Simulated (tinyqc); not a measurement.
Inside a calculation. Model: off-state leakage of single and stacked transistors.

Numbers from tinyqc (`OMP_NUM_THREADS=1 python tinyqc.py 2242235 2242236 out.jsonl`; about 0.03 s on one thread of a shared Intel Xeon 2.30GHz). Printed values are rounded.

n-channel devices of unit width. Subthreshold current I(Vg, Vs, Vd) = I0 (T/300 K)^0.5 exp[(Vg - Vs - VT(T) - gb (Vs - Vb) + dd (Vd - Vs))/(nf Vt)] (1 - exp(-(Vd - Vs)/Vt)), VT(T) = VT - cT (T - 300 K). Gate-edge tunnelling Ig (Vd/1 V) exp(ag (Vd - 1 V)), for a gate at 0 V, and band-to-band leakage Ab u exp(-Bb/u), u = Vd - Vb + 1 V, flow at a drain held at V; both are taken as independent of T. In a stack of off transistors (all gates at 0 V) the same subthreshold current passes through each.

Parameters, values chosen for the exercise; values of the order met in bulk silicon logic transistors:
```
symbol  value       unit                                             meaning
T         300          K                                         temperature
V         0.8          V                                      supply voltage
VT       0.46          V        threshold at 300 K, zero drain and body bias
cT        0.6       mV/K              fall of the threshold with temperature
I0       0.45      uA/um                       current at threshold at 300 K
nf       1.52                                                   slope factor
dd       0.05                                drain-induced lowering per volt
gb        0.2             rise of the threshold per volt of source-body bias
Ig       2e-5      uA/um                 gate-edge tunnelling current at 1 V
ag        5.4        1/V               exponential slope of the gate current
Ab        100  uA/(um V)      prefactor of band-to-band leakage at the drain
Bb         21          V                             its exponential voltage
Vb          0          V                                        body voltage
```

Constants: q = 1.602176634e-19 C, kB = 1.380649e-23 J/K, Vt = kB T/q. Results are converted to the units shown.

## Leakage of one transistor

Vg = Vs = 0, Vd = V; effective threshold VT(T) - gb Vb - dd V.

effective threshold = 0.42 V
parts (nA/um): subthreshold 0.0102639, gate edge 0.00543353, band-to-band 1.54349
total = 1.55919 nA/um
shares (%): subthreshold 0.658284, gate edge 0.348485, band-to-band 98.9932

The band-to-band part is the largest.

## Starting value

Vx = dd V/(1 + gb + 2 dd), the solution for Vx well above Vt, rounded to three decimals.

Vx at the start = 0.031 V

## Iteration 1: new Vx

Stack of two, Vx the node between them: I_low = I(0, 0, Vx), I_up = I(0, Vx, V), f = ln(I_up/I_low), f' = -(1 + gb + 2 dd)/(nf Vt) - 1/(Vt (exp(Vx/Vt) - 1)) - 1/(Vt (exp((V - Vx)/Vt) - 1)), Vx(new) = Vx - f/f'.

I_low = 0.00269495 nA/um
I_up = 0.00382861 nA/um
f = 0.351122
f' = -49.7761 1/V
Vx after iteration 1 = 0.0380540 V

## Iteration 2: new Vx

As before.

I_low = 0.00299948 nA/um
I_up = 0.00305906 nA/um
f = 0.0196698
f' = -44.6026 1/V
Vx after iteration 2 = 0.0384950 V

## Course of the iteration

Stop when the step is below 1e-11 V, or after 40 iterations.

Course of the iteration:

| iteration | Vx before the step (V) | step (V) |
|---|---|---|
| 1 | 0.031 | 7.05e-3 |
| 2 | 0.0380540 | 4.41e-4 |
| 3 | 0.0384950 | 1.26e-6 |
| 4 | 0.0384963 | 1.00e-11 |
| 5 | 0.0384963 | < 1e-15 |

Converged in 5 iterations. The subthreshold current of the stack is 0.003016 nA/um, 3.40 times less than that of one transistor (the drain leakage is unchanged); the estimate exp[dd V (1 + gb + dd)/((1 + gb + 2 dd) nf Vt)] gives 2.66.
